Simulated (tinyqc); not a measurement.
Random telegraph noise from one oxide trap in a small MOSFET: one step of the calculation.

An acceptor-like trap exchanges electrons with the channel. Inversion charge Q = Cox u, u = n Vt W0(exp((Vg - VT)/(n Vt))), W0 the Lambert function, n = nf, Cox = eps0 eox/tox; linear regime Id = (W/L) mu Q Vd. Relative to threshold the surface potential rises by Vt ln(u/u0) and the oxide voltage by the rest of Vg - VT, with u0 = n Vt W0(1).

Question. Trap level, time constants and occupancy. N = Cox u/q; dpsi = Vt ln(u/u0); E = E0 - dpsi - (xt/tox)(Vg - VT - dpsi); capture time tc = 1/[(N/zi) vth s0 exp(-xt/lt - EB/Vt)]; emission time te = tc exp(-E/Vt); occupancy te/(tc + te).

Parameters, values chosen for the exercise; values of the order met in silicon transistors:
- T = 300 K (temperature)
- eox = 7.71 (relative permittivity of the gate insulator (close to silicon nitride))
- tox = 3.2 nm (insulator thickness)
- xt = 0.33 nm (depth of the trap from the channel interface)
- E0 = 0.01 eV (trap level above the channel Fermi level at threshold)
- s0 = 4e-16 cm^2 (capture prefactor)
- EB = 0.39 eV (capture barrier (lattice relaxation))
- lt = 0.18 nm (tunnelling decay length)
- vth = 1.3e7 cm/s (thermal velocity)
- zi = 1.8 nm (thickness of the inversion layer)
- VT = 0.25 V (threshold voltage)
- nf = 1.23 (body factor)
- Vg = 0.34 V (gate voltage)

Constants: q = 1.602176634e-19 C, kB = 1.380649e-23 J/K, Vt = kB T/q, eps0 = 8.8541878128e-14 F/cm where lengths are in cm. Results are converted to the units shown.

Give: u; N; dpsi; E; tc; te; occupancy.

Answer.

u = 0.06653 V
N = 8.858e11 cm^-2
dpsi = 0.03375 V
E = -0.02955 eV
tc = 8.707e-4 s
te = 0.002730 s
occupancy = 0.7582

The trap lies 1.1 Vt below the Fermi level, so it is filled 75.8 % of the time.

Range of the model: VT is taken as given; short-channel effects and the uneven flow of current among few electrons are left out.

Program tinyqc, `OMP_NUM_THREADS=1 python tinyqc.py 2710103 2710104 out.jsonl`; Intel Xeon 2.30GHz, shared host, one thread, about 0.01 s.
